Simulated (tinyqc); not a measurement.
What moves the results: k.p theory built from an empirical-pseudopotential calculation at Gamma. A value that a table varies takes the place of the one given here.

Empirical pseudopotential on the fcc lattice, atoms at +/- tau, tau = a (1,1,1)/8, no spin-orbit coupling. H(G,G') = c (2 pi/a)^2 |k + G|^2 delta + VS(q) cos(q.tau) + i VA(q) sin(q.tau), q = G - G', c = hbar^2/2m0; k and G in units of 2 pi/a; VS at |q|^2 = 3, 8, 11 and VA at 3, 4, 11, in rydberg, zero elsewhere. The basis is fixed: all 65 G with |G|^2 up to Gcut. Energies are counted from the fourth level at Gamma.

k.p in the lowest n states at Gamma: H_nm = (E_n + c k^2) delta + 2 c k.<n|G|m>, k in 1/angstrom; with all states of the basis it is exact.

Empirical pseudopotential on the fcc lattice, atoms at +/- tau, tau = a (1,1,1)/8, no spin-orbit coupling. H(G,G') = c (2 pi/a)^2 |k + G|^2 delta + VS(q) cos(q.tau) + i VA(q) sin(q.tau), q = G - G', c = hbar^2/2m0; k and G in units of 2 pi/a; VS at |q|^2 = 3, 8, 11 and VA at 3, 4, 11, in rydberg, zero elsewhere. The basis holds all G with |G|^2 up to a cut-off. Energies are counted from the fourth level at Gamma.

For a multiplet A of d_A states, W(B) = (4 c/(3 d_A)) sum over n in A, m in B and i = x, y, z of |<n|G_i|m>|^2 (G in 1/angstrom, <n|G_i|m> = sum_G c_n(G)* G_i c_m(G)); the mean inverse mass of A is 1 + sum_B W(B)/(E_A - E_B). Multiplets with W = 0 are left out.

Valence parameters: D(u) = c + 4 c^2 sum_m <n|u.G|m><m|u.G|n'>/(0 - E_m) on the valence triplet, in units of c, has eigenvalues L, M, M along [100] and (L + 2M + 2N)/3, (L + 2M - N)/3 twice along [111]; g1 = -(L + 2M)/3, g2 = -(L - M)/6, g3 = -N/6.

Constants: hbar^2/2m0 = 3.80998211 eV angstrom^2; Ry = 13.60569312 eV.

Parameters, chosen for this exercise (near those of Ge; the results hold for these values, not for the real material): a = 5.644 angstrom (lattice constant); VS = (-0.225, 0.01, 0.061) Ry (symmetric form factors); VA = (0, 0, 0) Ry (antisymmetric form factors); Gcut = 16 (2 pi/a)^2 (largest |G|^2 of the fixed basis); VS3 = -0.225 Ry; VS8 = 0.01 Ry; VS11 = 0.061 Ry; VA3 = 0 Ry; VA4 = 0 Ry; VA11 = 0 Ry.

## How many bands a k.p model needs: band 4 from Gamma to X

Band 4 (counted from below) at k = f (1, 0, 0) 2 pi/a; n ends on whole multiplets.

Energies (eV):
```
f       n = 8  n = 15  n = 27  n = 65 (exact)
0.000   0.000   0.000   0.000           0.000
0.125  -0.205  -0.207  -0.210          -0.210
0.250  -0.648  -0.671  -0.682          -0.682
0.375  -1.116  -1.186  -1.209          -1.210
0.500  -1.511  -1.652  -1.692          -1.694
0.625  -1.795  -2.025  -2.087          -2.091
0.750  -1.952  -2.286  -2.376          -2.382
0.875  -1.974  -2.423  -2.549          -2.558
1.000  -1.855  -2.430  -2.601          -2.615
```

What can be read from the table?

With n = 8 the band stays within 0.05 eV of the exact one up to f = 0.250 (error at X: +0.759 eV). With n = 15 the band stays within 0.05 eV of the exact one up to f = 0.500 (error at X: +0.185 eV). With n = 27 the band stays within 0.05 eV of the exact one over the whole line (error at X: +0.014 eV). A smaller basis can only raise a level.

## Convergence with the plane-wave basis

E_s is the lowest empty singlet, Ep its W to the valence triplet, m its mass.

Results:
```
cut-off  plane waves  E_s (eV)  Ep (eV)  m (m0)    g1    g2    g3
8                 27     1.150    20.15  0.0541  8.15  2.48  3.48
11                51     1.316    20.12  0.0615  7.32  2.20  3.04
12                59     1.341    20.11  0.0626  7.33  2.12  3.02
16                65     1.341    20.11  0.0626  7.35  2.11  3.03
19                89     1.332    20.13  0.0622  7.37  2.14  3.04
20               113     1.319    20.14  0.0616  7.42  2.16  3.07
24               137     1.320    20.15  0.0616  7.42  2.16  3.07
```

What does this show, and why?

Against the last row, E_s errs most, by -0.170 eV, at cut-off 8, and by 0.000 eV in the last row but one. Ep varies by 0.2 % over the table and m by 13.9 %: the mass, near E_s/Ep, inherits the errors of both. Local form factors fix the converged values only roughly. The gap is a difference of two levels, so it need not converge steadily, and here it does not.

## What each form factor does (empirical-pseudopotential levels)

Lowest empty singlet and triplet at Gamma and the valence width there (fixed basis); lowest empty level at X = (1,0,0) and L = (1/2,1/2,1/2) from the valence top, these levels and that top with all |k + G|^2 up to 21. Singlet and triplet count orbital degeneracy. VS3 is VS at |q|^2 = 3, and so on. The row for a keeps the form factors fixed, so it is no model of a real expansion, which changes them too. Each row changes one parameter from the base and keeps the others.

Results:
```
case              singlet (eV)  triplet (eV)  X (eV)  L (eV)  width (eV)
base                     1.341         3.409   1.036   0.921      12.108
a = 5.7 angstrom         1.353         3.432   1.159   0.997      11.829
VS3 = -0.215 Ry          1.429         3.266   0.787   0.821      12.149
VS8 = 0.02 Ry            1.865         3.348   1.116   1.167      12.011
VS11 = 0.071 Ry          1.901         3.641   1.311   1.296      11.919
VA3 = 0.03 Ry            1.392         3.443   0.764   0.930      12.116
VA4 = 0.03 Ry            1.297         3.507   0.627   0.982      12.109
VA11 = 0.03 Ry           1.191         3.367   0.698   0.845      12.131
```

How do the results move?

The largest shifts from the base row, up to three for each result and ties (the steps differ in size, so this ranks the rows, not the parameters). singlet (eV): VS11 +0.560, VS8 +0.524, VA11 -0.150. triplet (eV): VS11 +0.231, VS3 -0.143, VA4 +0.097. X (eV): VA4 -0.409, VA11 -0.338, VS11 +0.275. L (eV): VS11 +0.375, VS8 +0.246, VS3 -0.100. width (eV): a -0.279, VS11 -0.189, VS8 -0.097. In a diamond crystal a small VA enters the levels at Gamma and L only in second order, by symmetry, but splits the degenerate pair at X in first order.

tinyqc: `OMP_NUM_THREADS=1 python tinyqc.py 1080972 1080973 out.jsonl`; about 0.3 s, one thread, shared Intel(R) Xeon(R) Processor @ 2.30GHz.
